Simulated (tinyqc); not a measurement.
Ballistic conductance of a hard-wall wire of circular section by counting modes: one step of the calculation.

Subband edges E_(l,s) = C (j_(l,s)/a)^2/m with j_(l,s) the s-th zero of the Bessel function J_l; levels with l > 0 count twice; C = hbar^2/(2 m0). Every mode transmits fully; spin gives the factor 2 in 2 q^2/h, valleys the factor gv.

Problem. Conductance and ballistic resistance. G = (2 q^2/h) gv M; at zero temperature M counts the edges below Ef, at T it is the sum of degeneracy times f. The smooth (Sharvin) count is kF^2 A/(4 pi), kF = sqrt(m Ef/C), A = pi a^2, perimeter p = 2 pi a, and with the boundary term kF^2 A/(4 pi) - kF p/(4 pi). The sum runs over the edges listed.

Values chosen for this exercise: temperature T = 300 K; mass m = 0.46 m0; valleys gv = 1; Fermi energy above the bulk band edge Ef = 0.324 eV; radius a = 4 nm.

Constants: q = 1.602176634e-19 C, hbar = 1.054571817e-34 J s, h = 6.62607015e-34 J s, m0 = 9.1093837015e-31 kg, hbar^2/(2 m0) = 0.0380998212 eV nm^2. Results are converted to the units shown.

| mode | edge (eV) | degeneracy | f |
|---|---|---|---|
| 0,1 | 0.02993728 | 1 | 0.99998852 |
| 1,1 | 0.07600278 | 2 | 0.99993180 |
| 2,1 | 0.13653100 | 2 | 0.99929148 |
| 0,2 | 0.15773772 | 1 | 0.99839225 |
| 3,1 | 0.21072134 | 2 | 0.98765173 |
| 1,2 | 0.25478456 | 2 | 0.93567818 |
| 4,1 | 0.29808420 | 2 | 0.73154348 |
| 2,2 | 0.36676254 | 2 | 0.16055170 |
| 0,3 | 0.38766054 | 1 | 0.07852927 |
| 5,1 | 0.39828253 | 2 | 0.05348546 |

Wanted: M at zero temperature; M at T; G; resistance 1/G; smooth count.

Solution.

M at zero temperature = 12
M at T = 11.81
G = 915.3 uS
resistance 1/G = 1.093 kohm
smooth count = 15.65

The smooth count is 32 % above M at T. With the boundary term it is 11.7.

tinyqc, about 0.04 s, one thread, Intel Xeon 2.30GHz (shared host): `OMP_NUM_THREADS=1 python tinyqc.py 2740042 2740043 out.jsonl`
